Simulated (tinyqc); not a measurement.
Worked calculation: implant damage, amorphisation by cascade overlap, and solid-phase epitaxial regrowth. Computed by tinyqc, a small Python program that keeps every step. Command: `OMP_NUM_THREADS=1 python tinyqc.py 3112343 3112344 out.jsonl sper walk`. One thread of a shared host (Intel(R) Xeon(R) Processor @ 2.30GHz), about 0.01 s of CPU time with the checks. Intermediate numbers are printed to about 7 digits and carried at full precision; extremes and crossings named in words are read from the listed rows.

Range and width of the damage are inputs. Dynamic annealing enters only through the surviving share f.

Inputs (values chosen for the exercise, modelled on germanium ions in silicon):
```
quantity                            value    unit
atomic density N                     49.9  1/nm^3
ion Z1                                 32       -
ion mass M1                          72.6       u
target Z2                              14       -
target mass M2                      28.09       u
ion energy E                           97     keV
displacement energy E_d                13      eV
depth of the damage peak R_d           61      nm
width of the damage profile s_d        35      nm
share of defects that survive f      0.66       -
critical displaced share x_c        0.086       -
dose Q                            3.9e+14  1/cm^2
overlaps needed n                       3       -
area amorphised by one track A_i      4.2    nm^2
regrowth prefactor v0               6e+15    nm/s
regrowth energy E_a                  2.71      eV
anneal temperature                    638       C
rate relative to (100)                  1       -
peak enhancement by the dopant        1.1       -
ramp rate                             170     K/s
```

Constants: a_0 = 0.529177210903 angstrom; e^2/(4 pi eps_0) = 14.39964548 eV angstrom; k_B = 8.617333262e-05 eV/K.

## Damage energy and displacements per ion

Robinson partition: eps = E a M2/(Z1 Z2 (e^2/(4 pi eps_0)) (M1 + M2)), a = 0.8853 a_0/sqrt(Z1^(2/3) + Z2^(2/3)); k = 0.0793 Z1^(2/3) Z2^(1/2) (M1 + M2)^(3/2)/((Z1^(2/3) + Z2^(2/3))^(3/4) M1^(3/2) M2^(1/2)); damage energy T_d = E/(1 + k (eps + 0.40244 eps^(3/4) + 3.4008 eps^(1/6))); displacements nu = 0.8 T_d/(2 E_d).

reduced energy eps = 0.4930173

k = 0.1158148

damage energy T_d = 67.61504 keV

T_d/E = 0.6970623

displacements per ion nu = 2080.463

30 % of the energy goes to electrons.

## The amorphous layer

Displaced share x(z) = f nu Q exp(-(z - R_d)^2/(2 s_d^2))/(sqrt(2 pi) s_d N); the layer is amorphous where x > x_c, between R_d -/+ s_d sqrt(2 ln(x_max/x_c)), the upper edge being cut at the surface. Threshold dose Q_c = Q x_c/x_max.

peak displaced share x_max = 1.223235

threshold dose Q_c = 2.741909e+13 1/cm^2

upper edge = 0 nm

lower edge = 141.6506 nm

The layer reaches the surface. Caution: x above 1 counts atoms displaced more than once.

## Damage left below the interface

Displaced atoms per area beyond the lower edge z2: f nu Q (1/2) erfc((z2 - R_d)/(sqrt2 s_d)); they are not removed by regrowth.

share of the damage beyond z2 = 0.01060281

displaced atoms beyond z2 = 5.677922e+15 1/cm^2

## Layer against dose

The formulas are those given above.

Dose series; the last column is f nu Q erfc((z2 - R_d)/(sqrt2 s_d))/2:
```
Q (1/cm^2)     x_max  upper edge (nm)  lower edge (nm)  displaced atoms beyond z2 (1/cm^2)
3.02e+13    0.094722         45.61574          76.3843                        1.368982e+16
4.11e+13    0.128910         29.50900          92.4910                        1.039123e+16
6.85e+13    0.214850         13.63751         108.3625                        8.276480e+15
1.10e+14    0.345015          2.65928         119.3407                        7.215160e+15
1.92e+14    0.602208          0.00000         130.0531                        6.393422e+15
3.29e+14    1.031909          0.00000         139.0244                        5.826709e+15
6.85e+14    2.148503          0.00000         149.7949                        5.258185e+15
1.37e+15    4.297006          0.00000         158.8915                        4.852947e+15
```

A dose 45 times larger moves the lower edge from 76.4 to 159 nm, as the root of a logarithm, and the damage beyond it falls by a factor 2.8, since the edge lies on an ever steeper tail. The layer reaches the surface at Q_c exp(R_d^2/(2 s_d^2)) = 1.25e14 per cm^2.

## Overlap model

Gibbons model: a point turns amorphous after n + 1 hits; with y = A_i Q the amorphous share is 1 - exp(-y) sum_(k=0..n) y^k/k!. Doses are set by y.

Amorphous share:
```
y      Q (1/cm^2)  direct impact (n = 0)       given n
0.1  2.380952e+12              0.0951626  3.846834e-06
0.3  7.142857e+12              0.2591818  2.658112e-04
0.6  1.428571e+13              0.4511884  3.358069e-03
1.0  2.380952e+13              0.6321206  1.898816e-02
2.0  4.761905e+13              0.8646647  1.428765e-01
3.0  7.142857e+13              0.9502129  3.527681e-01
5.0  1.190476e+14              0.9932621  7.349741e-01
8.0  1.904762e+14              0.9996645  9.576199e-01
```

At small y the share grows as y^4; between the first rows the exponent is 3.86.

## Isothermal regrowth

v = v0 x orientation factor x exp(-E_a/(k_B T)) x [1 + (enhancement - 1) exp(-(z - R_d)^2/(2 s_d^2))], T = anneal temperature + 273.15 K; the dopant is taken to follow the damage profile; the lower front moves from the lower edge z2 to the surface, or to the middle (z1 + z2)/2 of a buried layer with upper edge z1; time = int dz/v; the equivalent undoped distance is that time times the undoped velocity.

undoped velocity = 6.145030 nm/s

distance to regrow = 141.6506 nm

time without enhancement = 23.05125 s

equivalent undoped distance = 133.8965 nm

time with enhancement = 21.78940 s

The rate doubles for each 18 K or so near this temperature.

## Regrowth during a ramp

On a linear ramp from 200 C regrowth ends at the T_f where int v_undoped dT/(ramp rate) equals the equivalent undoped distance.

temperature at which regrowth ends = 782.1048 C

Checks made by the program: tail against quadrature of x(z) N (relative difference below 1e-10).
